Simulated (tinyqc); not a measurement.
ESD clamp with bipolar snapback, compact model and design window: one step of the calculation.

The drain junction multiplies the current that enters it: Igen = (M - 1)(Ic + I0), M = 1/(1 - (Vj/BV)^n). The generated holes leave through the substrate resistance and the base of the parasitic npn: Igen = Vb/Rb + Ic/be, Ic = Is exp(Vb/Vt). Terminal current I = Ic + I0 + Igen and voltage V = Vj + I Ro, per width. Isothermal, constant gain.

Problem. Base voltage at the failure current. I(Vb) = Ic (1 + 1/be) + I0 + Vb/Rb, I' = Ic (1 + 1/be)/Vt + 1/Rb; Newton steps on ln I: Vb(new) = Vb - ln(I/It2) I/I'. V follows from the introduction.

Parameters, values chosen for the exercise; values close to those of grounded-gate n-channel clamps: temperature T = 300 K; junction breakdown voltage BV = 8.6 V; exponent of the multiplication n = 4.6; current gain of the parasitic npn be = 6.2; saturation current Is = 7.1e-17 A/um; junction leakage I0 = 2.7e-11 A/um; substrate resistance Rb = 37000 ohm um; drain ballast and contact resistance Ro = 180 ohm um; failure current for 100 ns It2 = 6.1 mA/um.

Constants: q = 1.602176634e-19 C, kB = 1.380649e-23 J/K, Vt = kB T/q. Results are converted to the units shown.

Vb after iteration 1 = 0.84797738 V

Wanted: I; V; I'; Vb after iteration 2.

Solution.

I = 14.530 mA/um
V = 8.2265 V
I' = 561.20 mS/um
Vb after iteration 2 = 0.82550 V

Numbers from tinyqc (`OMP_NUM_THREADS=1 python tinyqc.py 2670145 2670146 out.jsonl`; about 0.02 s on one thread of a shared Intel Xeon 2.30GHz).
